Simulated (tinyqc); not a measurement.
# Worked calculation: FinFET, parasitic resistance, capacitance and delay

Program tinyqc, `OMP_NUM_THREADS=1 python tinyqc.py 2170098 2170099 out.jsonl`; Intel Xeon 2.30GHz, shared host, one thread, about 0.02 s. Printed values are rounded.

Nf fins under one contact; each has gated perimeter p = 2 Hf + Wf and cross-section A = Hf Wf; contact width Wc = Nf pf, stack height Hs = Hf. Contact length Lc = CPP - Lg - 2 Lsp, shared by two neighbouring gates. Source and drain sides are equal. The formulas are first-order estimates, not field solutions.

Values chosen for this exercise; values close to those of silicon logic devices: temperature T = 300 K; number of fins Nf = 3; fin height Hf = 55 nm; fin width Wf = 5 nm; fin pitch pf = 27 nm; contacted gate pitch CPP = 54 nm; gate length Lg = 20 nm; spacer length Lsp = 8 nm; relative permittivity of the spacer ks = 7; gate height above the channel stack Hc = 25 nm; contact resistivity rc = 1.1e-9 ohm cm^2; resistivity of the source-drain epitaxy re = 0.00047 ohm cm; current-carrying depth of the epitaxy te = 25 nm; resistivity of the extension rx = 0.00062 ohm cm; gate overlap Lov = 0.5 nm; inversion capacitance Cinv = 2.6 uF/cm^2; injection velocity vx = 1.2e7 cm/s; apparent mobility mu = 260 cm^2/(V s); threshold at zero drain voltage VT = 0.27 V; barrier lowering dl = 0.053 V/V; subthreshold factor n = 1.1; wire load Cw = 0.3 fF; supply voltage Vdd = 0.65 V.

Constants: q = 1.602176634e-19 C, kB = 1.380649e-23 J/K, eps0 = 8.8541878128e-12 F/m, Vt = kB T/q. Results are converted to the units shown.

## Geometry and resistances

Epitaxy sheet resistance Rsh = re/te, transfer length LT = sqrt(rc/Rsh), contact Rc = [sqrt(rc Rsh)/Wc] coth(Lc/(2 LT)); extension of one fin Rx = rx Lsp/A. Effective width N p; for equal currents one side has Rc + Rx/N.

Lc = 18 nm
effective width = 345 nm
Rsh = 188 ohm
LT = 24.18897 nm
Rc = 157.7912 ohm
Rx = 180.3636 ohm
one side times effective width = 75.17977 ohm um

Lc/2 is 0.37 transfer lengths, and Rc is 4.6 % above the area limit rc/(Wc Lc/2). The contact makes up 72.4 % of one side.

## Capacitances

With N fins: gate Cg = Cinv p N Lg; per side, plate Cp = ks eps0 [Wc (Hs + Hc) - N A]/Lsp, top fringe Cf = (2/pi) ks eps0 Wc ln(1 + Lg/(2 Lsp)), overlap Co = Cinv p N Lov. Cs = Cp + Cf + Co. An inverter of two such devices driving an equal one has the load CL = 2 (Cg + 2 Cs) + 4 Cs + Cw (its own drains counted twice for the Miller effect).

Cg = 179.4 aF
Cp = 43.81163 aF
Cf = 2.591764 aF
Co = 4.485 aF
CL = 1065.907 aF

The channel capacitance gives 33.7 % of CL, the parasitic parts 38.2 % and the wire 28.1 %.

## Iteration 1: fin currents at Vgs = Vdd, Vds = Vdd/2

I at the start (uA): fin 1 0, fin 2 0, fin 3 0

One fin: I = p Q vx u/(1 + |u|^1.8)^(1/1.8), Q = Cinv n Vt ln(1 + exp((Vg' - VT + dl Vd')/(n Vt))), u = Vd' mu/(vx Lg), Vg' = Vgs - v, Vd' = Vds - 2 v, with the drop on each side v = Rc (sum of I) + Rx I. I(new) = I(out).

drop v (mV): fin 1 0, fin 2 0, fin 3 0
I(out) (uA): fin 1 134.9178, fin 2 134.9178, fin 3 134.9178
I after iteration 1 (uA): fin 1 134.9178, fin 2 134.9178, fin 3 134.9178

## Iteration 2: fin currents at Vgs = Vdd, Vds = Vdd/2

As before.

drop v (mV): fin 1 88.20080, fin 2 88.20080, fin 3 88.20080
I(out) (uA): fin 1 88.33815, fin 2 88.33815, fin 3 88.33815
I after iteration 2 (uA): fin 1 88.33815, fin 2 88.33815, fin 3 88.33815

## Course of the iteration: fin currents at Vgs = Vdd, Vds = Vdd/2

Stop when the largest change of I is below 1e-6 uA, or after 80 iterations.

Course of the iteration:
```
iteration  total I (uA)  largest |change| of one entry (uA)
1              404.7535                                 135
2              265.0144                                46.6
3              320.0249                                18.3
4              299.7911                                6.74
5              307.4047                                2.54
6              304.5652                               0.947
7              305.6277                               0.354
8              305.2306                               0.132
9              305.3791                              0.0495
...                 ...                                 ...
12             305.3366                             2.59e-3
13             305.3395                             9.66e-4
14             305.3384                             3.61e-4
15             305.3388                             1.35e-4
16             305.3386                             5.05e-5
17             305.3387                             1.89e-5
18             305.3387                             7.06e-6
19             305.3387                             2.64e-6
20             305.3387                             9.86e-7
```

Converged in 20 iterations. At the end each change is about 0.37 times the one before: linear convergence.

## Effective current, delay and energy

IH = I(Vdd, Vdd/2) = 305.3387 uA
IL = I(Vdd/2, Vdd), solved likewise = 77.27577 uA

Ieff = (IH + IL)/2, delay CL Vdd/(2 Ieff), energy CL Vdd^2, with CL the load of an inverter that drives an equal one.

Ieff = 191.3072 uA
delay = 1.810804 ps
energy = 450.3458 aJ

Without any series resistance Ieff would be 250 uA, so the resistances cost 23.6 %.
